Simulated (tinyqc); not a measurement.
# Two-junction solar cell, detailed-balance limit: what changes with what

The top cell takes all photons above E1, the bottom cell those between E2 and E1. Each cell follows J = Jsc - J0 (exp(V/Vt) - 1) with J0 = q ge Phi(gap, T)/ERE; light emitted by one cell and absorbed by the other is left out. In series both carry one current; wired apart (four terminals) each works at its own maximum power point. Efficiencies are counted against Pin = fs X sigma Ts^4.

Values chosen for this exercise: cell temperature T = 350 K; temperature of the black-body sun Ts = 5778 K; share of the hemisphere filled by the sun fs = 2.16e-5; concentration X = 500; external radiative efficiency ERE = 0.3; number of faces that emit ge = 1; gap of the bottom cell E2 = 0.75 eV; gap of the top cell E1 = 1.56 eV.

Constants: q = 1.602176634e-19 C, kB = 1.380649e-23 J/K, h = 6.62607015e-34 J s, c = 299792458 m/s, Vt = kB T/q. Results are converted to the units shown.

Each table varies one quantity; the others keep the values above.

## Effect of the concentration

Photon flux above E from a black body at temperature T into a hemisphere: Phi(E, T) = A sum_k exp(-k E/th)[E^2 th/k + 2 E th^2/k^2 + 2 th^3/k^3], k = 1, 2, ..., with th = kB T/q in eV and A = 2 pi q^3/(h^3 c^2). J1 = q fs X Phi(E1, Ts), J2 = q fs X [Phi(E2, Ts) - Phi(E1, Ts)], J01 and J02 as above; sigma = 2 pi^5 kB^4/(15 h^3 c^2). In series V(J) = Vt [ln((J1 - J)/J01 + 1) + ln((J2 - J)/J02 + 1)], and J V(J) is largest where V = J Vt [1/(J1 - J + J01) + 1/(J2 - J + J02)]. Apart, each cell has (1 + v) exp(v) = 1 + Jsc/J0 at its maximum power point, v = Vmp/Vt.

Effect of the concentration:

| X | J1 (mA/cm^2) | J2 (mA/cm^2) | series efficiency (%) | four-terminal efficiency (%) |
|---|---|---|---|---|
| 1 | 33.83 | 39.41 | 35.92 | 36.28 |
| 3 | 101.5 | 118.2 | 37.53 | 37.97 |
| 10 | 338.3 | 394.1 | 39.29 | 39.82 |
| 30 | 1015 | 1182 | 40.90 | 41.52 |
| 100 | 3383 | 3941 | 42.66 | 43.38 |
| 300 | 1.015e4 | 1.182e4 | 44.28 | 45.09 |
| 1000 | 3.383e4 | 3.941e4 | 46.04 | 46.96 |

As X goes from 1 to 1000, the series efficiency rises from 35.9 to 46.0 %, and the four-terminal one rises from 36.3 to 47.0 %. Among the rows the two lie closest, 0.36 points apart, at X = 1, where J1/J2 = 0.858; the spread over the rows is 10.1 points in series and 10.7 apart. For X = 100 to 1000 the open-circuit voltage of the bottom cell lies within 6 Vt of its gap, where the Boltzmann form begins to fail.

## Effect of the temperature of the black-body sun

Same model as above.

Results:

| Ts (K) | J1 (mA/cm^2) | J2 (mA/cm^2) | series efficiency (%) | four-terminal efficiency (%) |
|---|---|---|---|---|
| 4000 | 2402 | 6770 | 27.11 | 39.22 |
| 4500 | 4716 | 9838 | 33.70 | 42.20 |
| 5000 | 8269 | 1.339e4 | 39.14 | 44.21 |
| 5500 | 1.334e4 | 1.735e4 | 43.31 | 45.46 |
| 6000 | 2.019e4 | 2.166e4 | 45.97 | 46.11 |
| 6500 | 2.909e4 | 2.627e4 | 44.03 | 46.31 |
| 7500 | 5.398e4 | 3.623e4 | 35.39 | 45.78 |

Estimate the missing row, Ts = 7000 K.

Computed row:

| Ts (K) | J1 (mA/cm^2) | J2 (mA/cm^2) | series efficiency (%) | four-terminal efficiency (%) |
|---|---|---|---|---|
| 7000 | 4.027e4 | 3.114e4 | 39.59 | 46.17 |

With this row back in the table: As Ts goes from 4000 to 7500 K, the series efficiency goes from 27.1 through a maximum of 46.0 (at Ts = 6000 K among the rows listed) to 35.4 %, and the four-terminal one goes from 39.2 through a maximum of 46.3 (at Ts = 6500 K among the rows listed) to 45.8 %. Among the rows the two lie closest, 0.14 points apart, at Ts = 6000 K, where J1/J2 = 0.932; the spread over the rows is 18.9 points in series and 7.09 apart. Current matching makes the series cell the more sensitive one. In every row the open-circuit voltage of the bottom cell lies within 6 Vt of its gap, where the Boltzmann form begins to fail. For Ts = 7000 to 7500 K the top cell has surplus current and is radiative, so luminescent coupling, left out here, would help the series cell.

## Effect of the gap of the top cell

Same model as above.

Effect of the gap of the top cell:

| E1 (eV) | J1 (mA/cm^2) | J2 (mA/cm^2) | series efficiency (%) | four-terminal efficiency (%) |
|---|---|---|---|---|
| 1.09 | 27474 | 9143.5 | 18.906 | 39.995 |
| 1.2 | 24726 | 11892 | 26.326 | 42.318 |
| 1.31 | 22135 | 14482 | 34.053 | 44.013 |
| 1.43 | 19510 | 17108 | 42.382 | 45.222 |
| 1.54 | 17296 | 19322 | 45.372 | 45.821 |
| 1.65 | 15269 | 21348 | 42.968 | 46.010 |
| 1.77 | 13269 | 23348 | 39.759 | 45.830 |
| 1.88 | 11623 | 24994 | 36.686 | 45.387 |
| 1.99 | 10147 | 26471 | 33.617 | 44.738 |

Read the table: what changes, and by how much?

As E1 goes from 1.09 to 1.99 eV, the series efficiency goes from 18.9 through a maximum of 45.4 (at E1 = 1.54 eV among the rows listed) to 33.6 %, and the four-terminal one goes from 40.0 through a maximum of 46.0 (at E1 = 1.65 eV among the rows listed) to 44.7 %. Among the rows the two lie closest, 0.45 points apart, at E1 = 1.54 eV, where J1/J2 = 0.895; the spread over the rows is 26.5 points in series and 6.01 apart. Current matching makes the series cell the more sensitive one. In every row the open-circuit voltage of the bottom cell lies within 6 Vt of its gap, where the Boltzmann form begins to fail. For E1 = 1.09 to 1.31 eV the top cell has surplus current and is radiative, so luminescent coupling, left out here, would help the series cell.

Computed by the program tinyqc: `OMP_NUM_THREADS=1 python tinyqc.py 2820021 2820022 out.jsonl`, one thread of a shared Intel Xeon 2.30GHz, about 0.01 s for the whole run.
